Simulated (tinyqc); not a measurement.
Elastic strain and critical thickness of a cubic alloy layer A(1-x)B(x) on a thick substrate: one step, computed by the program tinyqc.

Strain is positive in tension. The layer is coherent with the substrate unless said otherwise.

Question. Biaxial strain, stress and energy. (001): D = 2 C12/C11, M = C11 + C12 - 2 C12^2/C11. The free surface carries no normal stress, so e_perp = -D f; dV/V = 2 f + e_perp; stress = M f; energy per area = M f^2 h (1 GPa nm = 1 J/m^2).

Inputs (values chosen for the exercise, for a model alloy): layer thickness h = 230 nm.

Growth plane: (001).

elastic constants (GPa): C11 93.6517, C12 55.3934, C44 42.0250

misfit f = -0.007605535

Give: ratio D; normal strain e_perp; volume strain dV/V; biaxial modulus M; in-plane stress; strain energy per area.

Answer.

ratio D = 1.1830

normal strain e_perp = 0.0089971

volume strain dV/V = -0.0062140

biaxial modulus M = 83.517 GPa

in-plane stress = -0.63519 GPa

strain energy per area = 1.1111 J/m^2
